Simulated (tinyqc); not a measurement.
Electron continuity equation in a given potential, Scharfetter-Gummel discretisation: error of the current against the mesh.

Steady state in one dimension: J = q mu n E + q D dn/dx with E = -dpsi/dx and D = mu Vt, dJ/dx = 0, fixed densities nL and nR at the ends. The potential is given, psi = U x/L, and is not changed by the electrons.

Fluxes J_i = (q D/h)(n_(i+1) P_i - n_i Q_i), d_i = (psi_(i+1) - psi_i)/Vt: Scharfetter-Gummel P = B(d), Q = B(-d), B(d) = d/(exp(d) - 1); central P = 1 - d/2, Q = 1 + d/2; upwind P = 1 + max(-d, 0), Q = 1 + max(d, 0). Balance at each inner node: J_i - J_(i-1) = 0. The reference is Scharfetter-Gummel on 4000 intervals or more. Errors are those of J on the first interval against the reference at its midpoint; errors under 1e-6 % are printed as 0.

Values chosen for this exercise; mobility close to that of silicon at room temperature: temperature T = 300 K; electron mobility mu = 1360 cm^2/(V s); length of the region L = 0.57 um; density at x = 0 nL = 2e14 cm^-3; density at x = L nR = 0 cm^-3; potential difference psi(L) - psi(0) U = 0.12 V.

Constants: q = 1.602176634e-19 C, kB = 1.380649e-23 J/K, Vt = kB T/q. Results are converted to the units shown.

The same in every row: reference J (A/cm^2) = -92.64.

Error of the current against the mesh:

| N | largest \|d\| | SG error (%) | central error (%) | upwind error (%) |
|---|---|---|---|---|
| 5 | 0.9284 | 0 | -0.310 | 2.89 |
| 10 | 0.4642 | 0 | -0.0803 | 1.27 |
| 20 | 0.2321 | 0 | -0.0202 | 0.584 |
| 40 | 0.1160 | 0 | -5.07e-3 | 0.277 |
| 80 | 0.05802 | 0 | -1.27e-3 | 0.135 |
| 160 | 0.02901 | 0 | -3.17e-4 | 0.0665 |

From N = 80 to 160 the error shrinks by 4.0 (central), 2.0 (upwind); 4 marks second order and 2 first order. Scharfetter-Gummel has no error at any N here, being exact for this potential without sources.

Numbers from tinyqc (`OMP_NUM_THREADS=1 python tinyqc.py 2220109 2220110 out.jsonl`; about 0.01 s on one thread of a shared Intel Xeon 2.30GHz).
